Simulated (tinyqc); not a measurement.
Inside a calculation. Model: decay of LO phonons and the hot-phonon bottleneck in the cooling of electrons. Computed by tinyqc, a small Python program that keeps every step. Command: `OMP_NUM_THREADS=1 python tinyqc.py 3031069 3031070 out.jsonl hotphonon walk`. One thread of a shared host (Intel(R) Xeon(R) Processor @ 2.30GHz), about 0.01 s of CPU time with the checks. Intermediate numbers are printed to about 6 digits and carried at full precision; extremes and crossings named in words are read from the listed rows.

n(E, T) = 1/(exp(E/(k_B T)) - 1) is the Bose occupation. Electrons have a temperature T_e; the LO modes within their reach share one occupation N; the decay products stay at the lattice temperature.

Inputs (values chosen for the exercise, modelled on gallium oxide):
```
quantity                                             value    unit
LO energy hbar omega                                  44.4     meV
lifetime at T = 0, tau_0                               1.6      ps
share f of the energy in the softer product            0.4       -
lattice temperature T                                  500       K
electron mass m*                                     0.279     m_0
eps_inf                                                3.5       -
static dielectric constant eps_s                        10       -
electron density n                                 6.9e+18  1/cm^3
density of LO modes that the electrons reach, N_m  2.2e+19  1/cm^3
power supplied per electron P                          9.8      nW
step factor                                            0.8       -
```

Decay channel: two unequal phonons (Ridley).

Constants: k_B = 8.617333262e-05 eV/K; c = 299792458 m/s; e^2/(4 pi eps_0) = 14.39964548 eV angstrom; hbar^2/(2 m_0) = 3.80998212 eV angstrom^2; hbar = 6.582119569e-16 eV s; e = 1.602176634e-19 C; k_B = 1.380649e-23 J/K.

## Lifetime and Raman width

Decay rate 1/tau = (1/tau_0) [1 + n(f hbar omega) + n((1 - f) hbar omega)]. Full width Gamma = 1/(2 pi c tau) in 1/cm, c in cm/s.

thermal factor tau_0/tau = 4.12887

phonon lifetime tau = 0.387515 ps

Raman width Gamma = 13.6997 1/cm

equilibrium LO occupation N_0 = 0.554811

Stimulated decay shortens the lifetime by 76 %.

## Spontaneous emission time

Froehlich coupling alpha = (e^2/(4 pi eps_0)) (1/eps_inf - 1/eps_s) k_0/(2 hbar omega), k_0 = sqrt(m* hbar omega/(hbar^2/(2 m_0))); emission time tau_sp = hbar/(2 alpha hbar omega); bottleneck ratio r = (n/N_m) tau/tau_sp.

alpha = 1.71718

emission time tau_sp = 4.31655 fs

bottleneck ratio r = 28.1565

r compares the rate at which electrons exchange quanta with a mode to its decay rate. Exchange outruns decay, so a hot population builds up if the power is high enough. Caution: alpha is above 1/2, so hbar/tau_sp exceeds hbar omega and the emission time, a weak-coupling result, is only rough.

## Electron and phonon temperatures in closed form

Net emission per electron: [(N + 1) x - N]/tau_sp with x = exp(-hbar omega/(k_B T_e)), a simple two-level balance; steady state of the modes: n [(N + 1) x - N]/tau_sp = N_m (N - N_0)/tau; power per electron P = hbar omega [(N + 1) x - N]/tau_sp. With p = P tau_sp/(hbar omega): N = N_0 + r p and x = (p + N)/(N + 1); without hot phonons N = N_0. The mode temperature T_LO solves n(hbar omega, T_LO) = N.

reduced power p = 0.00594661

LO occupation N = 0.722247

electron temperature T_e = 598.548 K

T_e without hot phonons = 505.227 K

mode temperature T_LO = 592.900 K

Hot phonons raise T_e by 93 K. T_LO lies close to T_e: electrons and LO modes form one hot system, cooled only by the decay.

## The same balance by iteration

Eliminating N gives P(T_e) = (hbar omega/tau_sp) [(N_0 + 1) x - N_0]/[1 + r (1 - x)]. Newton steps on ln P against ln T_e, times the step factor, each limited to 0.7 in ln T_e and to keeping a fifth of T_e - T; start at 1.5 T; stop when |ln(P/P(T_e))| < 1e-9 or after 40 steps.

Iterations:
```
step  T_e (K)  P(T_e) (nW)  ln(P/P(T_e))
0     750.000      24.9980  -9.36412e-01
1     584.864       8.4318   1.50367e-01
2     595.103       9.4555   3.57881e-02
3     597.816       9.7268   7.49322e-03
4     598.399       9.7852   1.51349e-03
5     598.518       9.7970   3.03305e-04
6     598.542       9.7994   6.06854e-05
7     598.546       9.7999   1.21381e-05
8     598.547       9.8000   2.42765e-06
9     598.548       9.8000   4.85532e-07
10    598.548       9.8000   9.71064e-08
11    598.548       9.8000   1.94213e-08
12    598.548       9.8000   3.88426e-09
13    598.548       9.8000   7.76851e-10
```

converged (1 yes, 0 no) = 1

T_e from the iteration = 598.548 K

Converged at step 13.

## Energy relaxation with and without hot phonons

P(T_e) = (hbar omega/tau_sp) [(N_0 + 1) x - N_0]/[1 + r (1 - x)], and r = 0 without hot phonons; energy relaxation time tau_E = (3/2) k_B (T_e - T)/P.

Cooling:
```
T_e (K)  P, cold phonons (nW)  P, hot phonons (nW)    ratio  tau_E (ps)         N
530                   54.9181              2.96761  18.5058    0.209357  0.605514
580                   139.648              7.94594  17.5747    0.208506  0.690570
650                   245.460              14.9562  16.4120    0.207704  0.810342
800                   431.305              30.0147  14.3698    0.206996   1.06762
1000                  616.295              49.9549  12.3370    0.207284   1.40831
1300                  809.550              79.2635  10.2134    0.209022   1.90905
1800                  1010.18              126.135  8.00875    0.213444   2.70986
2500                  1170.78              187.504  6.24401    0.220899   3.75837
```

Reabsorption cuts the loss by a factor 18.5 at the lowest T_e and 6.24 at the highest; the factor is 1 + r (1 - x) with r = 28.2. tau_E runs from 0.21 to 0.22 ps, with its shortest value, 0.21 ps, at T_e = 800 K, against tau_sp = 4.3 fs and a phonon lifetime of 0.39 ps. For r (1 - x) much above 1 the loss tends to hbar omega (N_m/n)(n(hbar omega, T_e) - N_0)/tau, in which tau_sp no longer appears. Pauli blocking is left out, as are upper valleys and non-parabolic bands, which can matter above about 1000 K.

Checks made by the program: iteration against the closed form (relative difference 1e-10).
